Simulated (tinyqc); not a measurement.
Worked calculation: lattice vibrations of a chain. One step of it, computed by the program tinyqc.

Problem. Frequencies. omega^2 are the eigenvalues; wavenumber = 521.4708 sqrt(eigenvalue) 1/cm.

D(q) (eV/(angstrom^2 u)):
```
[[0.584949, -0.303632+0.009761i, -0.646701+0.230685i],
 [-0.303632-0.009761i, 0.665501, -0.857079+0.023841i],
 [-0.646701-0.230685i, -0.857079-0.023841i, 3.768707]]
```

Give: eigenvalues; wavenumbers; weights |e|^2 of the mass-weighted modes.

Solution.

eigenvalues: [0.0085, 0.9190, 4.0916]

wavenumbers (1/cm): [48.1, 499.9, 1054.8]

weights |e|^2 of the mass-weighted modes, order atom 1, atom 2, atom 3:
```
[[0.4667, 0.5046, 0.0287],
 [0.4562, 0.4928, 0.0510],
 [0.0770, 0.0026, 0.9203]]
```
